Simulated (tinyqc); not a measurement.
Inside a calculation. Model: one anharmonic mode: perturbation theory, self-consistent phonons and exact levels. Computed by tinyqc, a small Python program that keeps every step. Command: `OMP_NUM_THREADS=1 python tinyqc.py 3008501 3008502 out.jsonl scp walk`. One thread of a shared host (Intel(R) Xeon(R) Processor @ 2.30GHz), about 0.02 s of CPU time with the checks. Intermediate numbers are printed to about 7 digits and carried at full precision; extremes and crossings named in words are read from the listed rows.

V(x) = k x^2/2 + b x^4 for one coordinate x of mass M. A constant K > 0 gives hbar Omega = sqrt((hbar^2/u) K/M) with K in eV/angstrom^2 and M in u.

Inputs (values chosen for the exercise, for a model mode): mode mass M = 83.3 u; harmonic constant k = -18.3 eV/angstrom^2; quartic constant b = 1710 eV/angstrom^4; temperature T = 85 K; mixing = 0.25; basis size N of the small matrix = 7.

Shape: double well.

Constants: hbar^2/u = 4.18015928e-03 eV angstrom^2; k_B = 8.617333262e-05 eV/K.

## Shape of the double well

Minima at x_0 = sqrt(-k/(4 b)), depth k^2/(16 b), curvature -2k there.

x_0 = 0.05172464 angstrom

well depth = 12.24013 meV

harmonic quantum in a well = 42.85628 meV

depth / zero-point energy of a well = 0.5712177

The zero-point energy exceeds the depth, so the ground state spreads over the barrier.

## Self-consistent cycle

Self-consistent phonon, centred at x = 0: K = k + 12 b <x^2>, <x^2> = (hbar Omega/(2K)) coth(hbar Omega/(2 k_B T)). Start at K = |k|; K(new) = K + mixing x (K_out - K), but at least K/20; stop when |K_out - K| < 1e-9 |k| or after 90 steps.

Iterations:
```
step  K (eV/angstrom^2)  hbar Omega (meV)      K_out      K_out - K
0              18.30000          30.30397  -0.758531  -1.905853e+01
1              13.53537          26.06207   2.614226  -1.092114e+01
2              10.80508          23.28563   5.731653  -5.073429e+00
3               9.53672          21.87628   7.736666  -1.800059e+00
4               9.08671          21.35390   8.573875  -5.128345e-01
5               8.95850          21.20272   8.826917  -1.315845e-01
6               8.92561          21.16376   8.892951  -3.265379e-02
7               8.91744          21.15408   8.909410  -8.031881e-03
8               8.91543          21.15169   8.913463  -1.971236e-03
9               8.91494          21.15111   8.914457  -4.835291e-04
10              8.91482          21.15097   8.914702  -1.185901e-04
11              8.91479          21.15093   8.914761  -2.908439e-05
12              8.91478          21.15092   8.914776  -7.132929e-06
13              8.91478          21.15092   8.914780  -1.749343e-06
14              8.91478          21.15092   8.914781  -4.290244e-07
15              8.91478          21.15092   8.914781  -1.052177e-07
16              8.91478          21.15092   8.914781  -2.580451e-08
17              8.91478          21.15092   8.914781  -6.328527e-09
```

converged (1 yes, 0 no) = 1

self-consistent K = 8.914781 eV/angstrom^2

Converged at step 17.

## Self-consistent results

Its free energy is F = k_B T ln[2 sinh(hbar Omega/(2 k_B T))] + (k - K)<x^2>/2 + 3 b <x^2>^2, an upper bound to the exact one.

self-consistent quantum = 21.15092 meV

self-consistent <x^2> = 0.001326256 angstrom^2

self-consistent free energy = 1.132151 meV

## Hamiltonian in a small basis

Basis: oscillator states n of the constant |k|, with x = s (a + a+), s^2 = hbar Omega/(2|k|); H = hbar Omega (n + 1/2) + (k - |k|) x^2/2 + b x^4, with exact matrix elements of x^2 and x^4.

H (meV):
$$\begin{pmatrix}
3.5169 & 0.0000 & -11.4810 & 0.0000 & 5.7430 & 0.0000 & 0.0000 \\
0.0000 & 17.5843 & 0.0000 & -8.3996 & 0.0000 & 12.8417 & 0.0000 \\
-11.4810 & 0.0000 & 45.7191 & 0.0000 & 4.3647 & 0.0000 & 22.2425 \\
0.0000 & -8.3996 & 0.0000 & 87.9213 & 0.0000 & 26.6053 & 0.0000 \\
5.7430 & 0.0000 & 4.3647 & 0.0000 & 144.1909 & 0.0000 & 58.2682 \\
0.0000 & 12.8417 & 0.0000 & 26.6053 & 0.0000 & 214.5280 & 0.0000 \\
0.0000 & 0.0000 & 22.2425 & 0.0000 & 58.2682 & 0.0000 & 298.9324
\end{pmatrix}$$

## Levels in the small basis

Diagonalise H.

levels (meV): [0.2583, 15.2760, 46.7442, 84.2748, 125.0942, 220.4827, 320.2625]

## Exact levels and averages

Exact values use 120 basis states: F = -k_B T ln sum exp(-E_n/(k_B T)), and <x^2> is the Boltzmann mean.

lowest exact levels (meV): [0.2254, 15.2021, 46.3041, 82.0419, 123.0351, 168.1471]

E_1 - E_0 = 14.97679 meV

exact free energy = -0.6782038 meV

exact <x^2> = 0.001752055 angstrom^2

The self-consistent free energy lies 1.810 meV above the exact one, and its <x^2> is -24.3 % off. The small basis misses E_0 by 0.033 meV.

## Three descriptions against temperature

The classical <x^2> is int x^2 exp(-V/(k_B T)) dx / int exp(-V/(k_B T)) dx (2001 points over six exact widths each way).

Results; columns: (1) T (K); (2) hbar Omega, self-consistent (meV); (3) <x^2>, self-consistent; (4) <x^2>, exact; (5) F, self-consistent (meV); (6) F, exact (meV); (7) <x^2>, classical:
```
(1)        (2)          (3)          (4)        (5)         (6)          (7)
18    19.74830  0.001270547  0.001577100   1.592842   0.2252524  0.002578789
42    19.85103  0.001274497  0.001600601   1.577583   0.1680557  0.002411526
88    21.27358  0.001331310  0.001763616   1.071307  -0.7754559  0.002243625
160   24.26658  0.001463676  0.002000676  -1.459988   -4.171793  0.002239846
280   28.37253  0.001673568  0.002278665  -9.084355   -12.95278  0.002384687
490   33.52512  0.001983292  0.002639621  -28.81724   -34.25603  0.002681653
840   39.39025  0.002398602  0.003110202  -72.66928   -80.30770  0.003125915
1400  45.76207  0.002925509  0.003709506  -160.1315   -170.9341  0.003715040
```

The self-consistent quantum hardens from 19.75 to 45.76 meV, since a wider spread samples the steep quartic walls, and it is real at all T although k is negative. Its <x^2> misses by -19.4 % at the lowest T and -21.1 % at the highest; the excess in F runs from 1.368 to 10.803 meV. The classical value is 1.64 of the exact one at the lowest T and 1.001 at the highest.

Checks made by the program: dF/dK = 0 at the solution (relative difference below 1e-10).
